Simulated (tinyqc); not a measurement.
Surface Green function of a square-lattice strip three rows wide, Sancho-Rubio decimation: course of the decimation.

A semi-infinite lead of cells 0, 1, 2, ... with H0 inside a cell and H1 = <cell i|H|cell i + 1>. A cell is one column of three sites. z = E + i eta.

Start with e_s = e = H0, a = H1, b = H1^dagger. Each round: g = (z - e)^(-1); e_s <- e_s + a g b; e <- e + a g b + b g a; a <- a g a; b <- b g b (all with the old a, b). Round k joins cells 2^k apart.

Stop when the largest entry of a and b is below 1e-12 eV, or after 60 rounds. The last column is -Im Tr (z - e_s)^(-1)/pi. At the end g_s = (z - e_s)^(-1), and the bulk Green function is (z - e)^(-1).

Inputs (values chosen for the exercise): energy E = -0.95 eV; broadening eta = 0.002 eV.

H0 (eV):

|  | 1 | 2 | 3 |
|---|---|---|---|
| 1 | -0.07 | -1.14 | 0 |
| 2 | -1.14 | 0.11 | -1.14 |
| 3 | 0 | -1.14 | 0.6 |

H1 (eV):

|  | 1 | 2 | 3 |
|---|---|---|---|
| 1 | -1 | 0 | 0 |
| 2 | 0 | -1 | 0 |
| 3 | 0 | 0 | -1 |

Course of the iteration:

| round | largest \|a\|, \|b\| (eV) | surface density of states (1/eV) |
|---|---|---|
| 1 | 1.03 | 0.00895662 |
| 2 | 1.01 | 0.0206576 |
| 3 | 0.819 | 0.00951753 |
| 4 | 0.736 | 3.22606 |
| 5 | 0.642 | 0.0458407 |
| 6 | 0.927 | 0.407497 |
| 7 | 0.606 | 1.34214 |
| 8 | 1.35 | 0.163383 |
| 9 | 0.664 | 0.300876 |
| 10 | 0.333 | 0.549942 |
| 11 | 0.118 | 0.569014 |
| 12 | 0.0139 | 0.560917 |
| 13 | 2.05e-4 | 0.560994 |
| 14 | 4.29e-8 | 0.560994 |
| 15 | < 1e-12 | 0.560994 |

Did this iteration meet its convergence test, and what does its course show?

Yes. Converged in 15 rounds, which stand for 2^15 cells. E lies inside a band (2 open mode(s)), where only eta damps the waves, over about v/eta cells with v the group velocity in eV a cell.

Computed by the program tinyqc: `OMP_NUM_THREADS=1 python tinyqc.py 2680045 2680046 out.jsonl`, one thread of a shared Intel Xeon 2.30GHz, about 0.07 s for the whole run.
